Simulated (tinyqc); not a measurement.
# Gate voltage for a given inversion charge

Problem. p-type body, charge-sheet picture, depletion and inversion only, full ionisation (an idealisation for deep acceptors), Boltzmann statistics (rough once Na exp(x - xn) passes about Nc/7). In units of Vt: xg = (Vg - Vfb)/Vt, x = psi/Vt, G = gamma/sqrt(Vt), xn = (2 phiF + Vc)/Vt. The implicit equation is (xg - x)^2 = G^2 [x - 1 + exp(x - xn)] for x above about 3. Cox = eps0 eox/tox. ni = sqrt(Nc Nv) exp(-Eg/(2 Vt)), Eg in volts; phiF = Vt ln(Na/ni); gamma = sqrt(2 q eps0 eps_r Na)/Cox. N_inv = (Cox Vt G/q) [sqrt(x - 1 + exp(x - xn)) - sqrt(x - 1)]. Find x - xn, psi and Vg.

Values chosen for this exercise; band and dielectric values close to those of silicon: temperature T = 300 K; band gap Eg = 1.12 eV; relative permittivity eps_r = 11.9; conduction-band density of states at T Nc = 2.84e19 cm^-3; valence-band density of states at T Nv = 2.61e19 cm^-3; relative permittivity of the gate insulator (close to zirconium oxide) eox = 25.6; insulator thickness tox = 33 nm; acceptor density Na = 1.9e16 cm^-3; flat-band voltage Vfb = -0.41 V; channel-body voltage Vc = 0.2 V.

Constants: q = 1.602176634e-19 C, kB = 1.380649e-23 J/K, Vt = kB T/q, eps0 = 8.8541878128e-14 F/cm where lengths are in cm. Results are converted to the units shown.

N_inv = 2.8e11 cm^-2

Answer. N_inv rises steadily with x, so it fixes x; the implicit equation then gives xg directly.

x - xn = 4.02
psi = 1.05 V
Vg = 0.822 V

tinyqc, about 0.01 s, one thread, Intel Xeon 2.30GHz (shared host): `OMP_NUM_THREADS=1 python tinyqc.py 2122042 2122043 out.jsonl`
